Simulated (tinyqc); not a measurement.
Slater-Koster d bands of an fcc metal: one step. The Hamiltonian at one k.

Slater-Koster d bands. For a bond with direction cosines (l, m, n) the 5 x 5 block is dds Ps + ddp Pp + ddd (1 - Ps - Pp), the projectors on sigma, pi and delta states about the bond; for instance <xy|xy> = 3 l^2 m^2 dds + (l^2 + m^2 - 4 l^2 m^2) ddp + (n^2 + l^2 m^2) ddd, <xy|yz> = 3 l m^2 n dds + l n (1 - 4 m^2) ddp + l n (m^2 - 1) ddd and <3z2-r2|3z2-r2> = (n^2 - (l^2 + m^2)/2)^2 dds + 3 n^2 (l^2 + m^2) ddp + (3/4)(l^2 + m^2)^2 ddd. H(k) sums the blocks times cos(k.R) over the neighbours; the d level is the zero of energy; k in 2 pi/a.

Neighbours: twelve at (a/2)(1,1,0) and equivalents.

Inputs chosen for the exercise (of the size met in Ir; shifted at random, so the results belong to these values and not to a real crystal): dds = -0.993 eV (dd sigma); ddp = 0.487 eV (dd pi); ddd = -0.07 eV (dd delta); k = (0.49, 0.17, 0.21) 2 pi/a (wave vector).

Problem. Sum over the neighbours.

Give: H(k).

Solution.

H(k) (eV):
```
             xy       yz       zx    x2-y2   3z2-r2
xy       0.5055  -0.6824  -0.3476        0  -0.8134
yz      -0.6824  -2.0304  -0.5668  -0.4320   0.2494
zx      -0.3476  -0.5668   0.5141   0.8482   0.4897
x2-y2         0  -0.4320   0.8482  -0.2401   0.8941
3z2-r2  -0.8134   0.2494   0.4897   0.8941   0.7854
```

Computed by tinyqc, a small Python program: `OMP_NUM_THREADS=1 python tinyqc.py 1450565 1450566 out.jsonl` (the numbers bound the seed that draws the inputs); one thread of a shared host (Intel(R) Xeon(R) Processor @ 2.30GHz), about 0.04 s for the whole set of steps.
